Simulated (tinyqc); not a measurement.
Band offsets of oxides on a semiconductor by the charge-neutrality-level model: one step of the calculation.

Each material has a charge-neutrality level at the depth Phi = chi + Eg - CNL below vacuum. For oxide B on semiconductor A, dEc = (chiA - PhiA) - (chiB - PhiB) + S (PhiA - PhiB), dEv = EgB - EgA - dEc, with the pinning factor S = 1/(1 + 0.1 (eps_inf - 1)^2) of the oxide. S = 1 is the affinity rule, S = 0 aligns the two levels.

Question. One oxide. Depths of both levels, S and the two offsets.

Values chosen for this exercise; substrate values close to those of silicon:

| symbol | value | unit | meaning |
|---|---|---|---|
| EgA | 1.14 | eV | gap of the semiconductor |
| chiA | 4.17 | eV | its electron affinity |
| cA | 0.31 | eV | its charge-neutrality level above the valence edge |

oxide values (close to hafnium oxide): Eg (eV) 6.05, chi (eV) 2.37, CNL (eV) 3.72, eps_inf 3.89

Find: PhiA; PhiB; S; dEc; dEv.

Answer.

PhiA = 5.0000 eV
PhiB = 4.7000 eV
S = 0.54490
dEc = 1.6635 eV
dEv = 3.2465 eV

The limits are dEc = 1.80 eV (S = 1) and 1.50 eV (S = 0).

Range of the model: The model ignores the chemistry of the actual interface, which can move offsets by several tenths of an eV.

tinyqc, about 0.01 s, one thread, Intel Xeon 2.30GHz (shared host): `OMP_NUM_THREADS=1 python tinyqc.py 2410154 2410155 out.jsonl`
